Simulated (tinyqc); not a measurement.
Inside a calculation. Model: tunnelling through a gate dielectric, WKB transmission and Tsu-Esaki current.

Computed by the program tinyqc: `OMP_NUM_THREADS=1 python tinyqc.py 2540106 2540107 out.jsonl`, one thread of a shared Intel Xeon 2.30GHz, about 0.02 s for the whole run. Printed values are rounded.

Electrons leave the emitter at x = 0. Energies E (motion across the layers) are in eV from the emitter Fermi level; the collector Fermi level lies at -V and offers states at every E. No charge in the dielectric and no image force: F1 = V/t1, U = phi1 - F1 x. With C = hbar^2/(2 m0), kappa = sqrt(m (U - E)/C) where U > E and 0 elsewhere; T(E) = exp(-S), S = 2 times the integral of kappa over x.

Parameters, values chosen for the exercise; dielectric values close to those of silicon dioxide: temperature T = 300 K; Fermi energy of the emitter above its band bottom Ef = 0.27 eV; emitter mass in the supply function me = 1 m0; barrier of layer 1 above the emitter Fermi level at zero bias phi1 = 2.98 eV; tunnelling mass of layer 1 m1 = 0.49 m0; thickness of layer 1 t1 = 1.8 nm; voltage across the dielectric V = 0.5 V; energy of the electron followed E = -0.16 eV; cells in each layer nc = 8; lower end of the energy grid Ea = -0.27 eV; upper end of the energy grid Eb = 0.26 eV; points of the energy grid nE = 15.

Constants: q = 1.602176634e-19 C, kB = 1.380649e-23 J/K, hbar = 1.054571817e-34 J s, m0 = 9.1093837015e-31 kg, Vt = kB T/q, hbar^2/(2 m0) = 0.0380998212 eV nm^2. Results are converted to the units shown.

## Fields and band edges

F1 = V/t1, U = phi1 - F1 x.

F1 = 2.77778 MV/cm
U at x = t1 = 2.48 eV

## WKB exponent by the midpoint rule

Cut each layer into nc equal cells, take U and kappa at the cell centres, and sum S = 2 sum kappa h.

```
cell	x (nm)	U (eV)	kappa (1/nm)
0	0.11250	2.94875	6.32309
1	0.33750	2.88625	6.25921
2	0.56250	2.82375	6.19466
3	0.78750	2.76125	6.12944
4	1.01250	2.69875	6.06352
5	1.23750	2.63625	5.99687
6	1.46250	2.57375	5.92947
7	1.68750	2.51125	5.86130
```

S = 21.9409
T(E) = 2.95929e-10

## WKB exponent in closed form

Each layer adds (2/F) sqrt(m/C) [G(u at its left edge) - G(u at its right edge)] to S, with u = U - E (0 where negative) and G(u) = (2/3) u^1.5. The slope follows from 1/d = -dS/dE.

S = 21.9408
T(E) = 2.95960e-10
energy d over which T(E) grows by a factor e = 0.26311 eV

The midpoint rule gives S = 21.941, so its T(E) is 0.011 % below this value. The band edge stays above E through the whole stack: direct tunnelling through a trapezoid.

## Current density on a coarse energy grid

J = J0 times the integral of T(E) N(E) dE, N = ln[(1 + exp(-E/Vt))/(1 + exp((-E - V)/Vt))], J0 = q^2 me m0 kB T/(2 pi^2 hbar^3) (times 1e-4 for A/cm^2 per eV), by Simpson's rule on nE equally spaced points from Ea to Eb.

```
point	E (eV)	T(E)	N	T(E) N
0	-0.270000	1.95598e-10	10.4440	2.04282e-9
1	-0.232143	2.25366e-10	8.97978	2.02374e-9
2	-0.194286	2.59901e-10	7.51584	1.95337e-9
3	-0.156429	3.00006e-10	6.05328	1.81602e-9
4	-0.118571	3.46629e-10	4.59668	1.59334e-9
5	-0.080714	4.00884e-10	3.16529	1.26891e-9
6	-0.042857	4.64090e-10	1.83221	8.50311e-10
7	-0.005000	5.37802e-10	0.794520	4.27294e-10
8	0.032857	6.23862e-10	0.247297	1.54279e-10
9	0.070714	7.24455e-10	0.0628539	4.55348e-11
10	0.108571	8.42170e-10	0.0148882	1.25384e-11
11	0.146429	9.80086e-10	0.00346223	3.39329e-12
12	0.184286	1.14187e-9	8.01608e-4	9.15330e-13
13	0.222143	1.33188e-9	1.85406e-4	2.46938e-13
14	0.260000	1.55533e-9	4.28729e-5	6.66814e-14
```

J0 = 4.18366e8 A/(cm^2 eV)
J = 0.176928 A/cm^2

The integrand peaks at E = -0.270 eV among these points. A converged quadrature from -Ef to above the barrier gives 0.1769 A/cm^2; this grid is within 0.01 % of that.
